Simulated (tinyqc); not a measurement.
Plane-wave Kohn-Sham cycle with exchange-only LDA in a layered model solid, step by step. One step of it, computed by the program tinyqc.

Problem. Iteration 1: Hamiltonian at one k. H(m,m') = (k + G_m)^2/2 delta + V(G_m - G_m'), with V(-G) = V(G).

A solid whose potential varies along x alone (atomic units):
```
parameter                      value
period a                   12.100000
cross-section of the cell  10.000000
electrons per cell                 2
grid points                       16
plane waves -n..n, n               2
k points                           1
V1 in V1 cos(2 pi x/a)     -0.760000
```

V(G_m), m = 0, 1, 2, ... (hartree): [-0.250845, -0.380000, 0.000000, 0.000000, 0.000000]

k = 0.000000 2 pi / a

Give: H.

Solution.

H (hartree), order -2, -1, +0, +1, +2:
```
[[0.2884, -0.3800, 0.0000, 0.0000, 0.0000],
 [-0.3800, -0.1160, -0.3800, 0.0000, 0.0000],
 [0.0000, -0.3800, -0.2508, -0.3800, 0.0000],
 [0.0000, 0.0000, -0.3800, -0.1160, -0.3800],
 [0.0000, 0.0000, 0.0000, -0.3800, 0.2884]]
```
